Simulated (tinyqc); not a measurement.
# Worked calculation: surface potential of a MOS transistor: implicit equation and explicit approximations

Computed by the program tinyqc: `OMP_NUM_THREADS=1 python tinyqc.py 2122245 2122246 out.jsonl`, one thread of a shared Intel Xeon 2.30GHz, about 0.01 s for the whole run. Printed values are rounded.

p-type body, charge-sheet picture, depletion and inversion only, full ionisation (an idealisation for deep acceptors), Boltzmann statistics (rough once Na exp(x - xn) passes about Nc/7). In units of Vt: xg = (Vg - Vfb)/Vt, x = psi/Vt, G = gamma/sqrt(Vt), xn = (2 phiF + Vc)/Vt. The implicit equation is (xg - x)^2 = G^2 [x - 1 + exp(x - xn)] for x above about 3. Cox = eps0 eox/tox.

Parameters, values chosen for the exercise; band and dielectric values close to those of silicon:
```
symbol    value   unit                                                                 meaning
T           250      K                                                             temperature
Eg          1.1     eV                                                                band gap
eps_r      11.6                                                          relative permittivity
Nc      2.13e19  cm^-3                                  conduction-band density of states at T
Nv      2.03e19  cm^-3                                     valence-band density of states at T
eox         3.9         relative permittivity of the gate insulator (close to silicon dioxide)
tox         5.6     nm                                                     insulator thickness
Na       2.4e17  cm^-3                                                        acceptor density
Vfb          -1      V                                                       flat-band voltage
Vc          0.5      V                                                    channel-body voltage
Vg         1.66      V                                                       gate-body voltage
```

Constants: q = 1.602176634e-19 C, kB = 1.380649e-23 J/K, Vt = kB T/q, eps0 = 8.8541878128e-14 F/cm where lengths are in cm. Results are converted to the units shown.

Range of the model: The electron quasi-Fermi level lies less than 2 Vt below the band edge at the surface, or above it, where degeneracy and confinement, left out, matter.

## Scales

ni = sqrt(Nc Nv) exp(-Eg/(2 Vt)), Eg in volts; phiF = Vt ln(Na/ni); gamma = sqrt(2 q eps0 eps_r Na)/Cox; VT = Vfb + Vt (xn + G sqrt(xn - 1)).

phiF = 0.453878 V
gamma = 0.455779 V^0.5
G = 3.10526
xn = 65.3454
VT = 0.944379 V
xg = 123.472

## Explicit approximation

Depletion value a = 1 + [sqrt(G^2/4 + xg - 1) - G/2]^2; inversion value b = xn + ln[(xg - xn)^2/G^2 - xn + 1] and first guess y = min(a, b) - ln(1 + exp(-|a - b|)) if a > xn + 1, else b = y = a; one second-order correction with D = exp(y - xn), p = 2 (xg - y) + G^2 (1 + D), w = (xg - y)^2 - G^2 (y - 1 + D): z = y + 2 w/(p + sqrt(p^2 - 2 (2 - G^2 D) w)), or the Newton step z = y + w/p where the root is not real.

a = 93.5919
b = 71.0015
y = 71.0015
p = 2872.84
w = -680.096
z = 70.7292

The root of the implicit equation is x = 70.7331; y misses it by 0.27 and z by -0.0039, in units of Vt.

## Starting value

x = y rounded to two decimals.

x at the start = 71

## Iteration 1: new x

D = exp(x - xn), f = (xg - x)^2 - G^2 (x - 1 + D), f' = -2 (xg - x) - G^2 (1 + D), x(new) = x - f/f'.

D = 285.615
f = -675.740
f' = -2868.66
x after iteration 1 = 70.7644

## Iteration 2: new x

As before.

D = 225.673
f = -70.6915
f' = -2291.13
x after iteration 2 = 70.7336

## Iteration 3: new x

As before.

D = 218.816
f = -1.02428
f' = -2225.08
x after iteration 3 = 70.7331

## Course of the iteration

Stop when the step is below 1e-11, or after 60 iterations.

Course of the iteration:
```
iteration  x before the step      step
1                         71    -0.236
2                    70.7644   -0.0309
3                    70.7336  -4.60e-4
4                    70.7331  -1.00e-7
5                    70.7331         0
```

Converged in 5 iterations.

## Potential, charges and gate control

converged x = 70.7331

psi = Vt x; N_dep = Cox Vt G sqrt(x - 1)/q; N_inv = (Cox Vt G/q) [sqrt(x - 1 + exp(x - xn)) - sqrt(x - 1)]; dpsi/dVg = 1/[1 + G^2 (1 + exp(x - xn))/(2 (xg - x))].

psi = 1.52383 V
N_dep = 2.15003e12 cm^-2
N_inv = 2.2228e12 cm^-2
dpsi/dVg = 0.0474248

psi lies 5.4 Vt above 2 phiF + Vc.
